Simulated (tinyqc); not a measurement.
## Coupling and lever arm from microwave spectroscopy

Problem. A charge qubit absorbs at h f = sqrt(ep^2 + 4 tc^2), ep = al (V - V0). Find al, V0 and tc.

Constants: q = 1.602176634e-19 C, h = 6.62607015e-34 J s. Results are converted to the units shown.

gate voltage (mV): 0.8145  0.857  0.891
resonance frequency Om/h (GHz): 5.4040584  4.8239952  7.8257014

Solution. (h f)^2 is a parabola in V: its curvature gives al, its vertex V0 and 4 tc^2.

al = 0.5300 eV/V
V0 = 0.8400 mV
tc = 8.900 ueV

tinyqc, about 0.01 s, one thread, Intel Xeon 2.30GHz (shared host): `OMP_NUM_THREADS=1 python tinyqc.py 2470031 2470032 out.jsonl`
